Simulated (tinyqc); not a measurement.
Lossy on-chip transmission line with skin effect: two steps of the calculation.

A uniform line in a homogeneous dielectric: c = sqrt(er)/(c0 Z0), l = Z0 sqrt(er)/c0 (c0 = 299792458 m/s), g = w c td, w = 2 pi f. The resistance joins its limits as r = sqrt(r_dc^2 + r_hf^2), with r_dc = rho/(wd th), r_hf = kr rho/(2 delta (wd + th)), delta = sqrt(rho/(pi f mu0)), mu0 = 4 pi 1e-7 H/m; this is an interpolation, and internal inductance, up to 0.05 nH/mm at low frequency, is neglected.

Parameters, values chosen for the exercise: length len = 0.72 mm; source resistance Rg = 25 ohm; load resistance RL = 1000 ohm; load capacitance CL = 20 fF; frequency f = 0.64 GHz.

Task 1. Propagation constant and impedance. gamma = sqrt((r + i w l)(g + i w c)) = alpha + i beta, Zc = sqrt((r + i w l)/(g + i w c)), roots with positive real part; loss 8.685889638 alpha in dB; phase velocity w/beta.

r = 15.391056 ohm/mm
l = 0.23926104 nH/mm
c = 195.31513 pF/m
g = 0.015708175 S/m

Find: gamma len; Zc; loss; phase velocity over c0; r/(w l).

Result 1.

gamma len = 0.054834+0.057212i
Zc = 103.07-94.91i ohm
loss = 0.66151 dB/mm
phase velocity over c0 = 0.16880
r/(w l) = 15.997

r exceeds w l, so the line behaves mainly as an RC line at this frequency.

Task 2. Reflection, input impedance and transfer. ZL = 1/(1/RL + i w CL); reflection (ZL - Zc)/(ZL + Zc); Zin = Zc (ZL + Zc tanh(gamma len))/(Zc + ZL tanh(gamma len)); H = V_load/V_source = [Zin/(Zin + Rg)]/[cosh(gamma len) + (Zc/ZL) sinh(gamma len)].

gamma len = 0.054834492+0.057212109i
Zc = 103.06998-94.90596i ohm

Find: ZL; reflection at the load; Zin; H; |H|.

Result 2.

ZL = 993.57-79.91i ohm
reflection at the load = 0.78978+0.13957i
Zin = 710.40-451.67i ohm
H = 0.96472-0.01951i
|H| = -0.31021 dB

Program tinyqc, `OMP_NUM_THREADS=1 python tinyqc.py 2810199 2810200 out.jsonl`; Intel Xeon 2.30GHz, shared host, one thread, about 0.01 s.
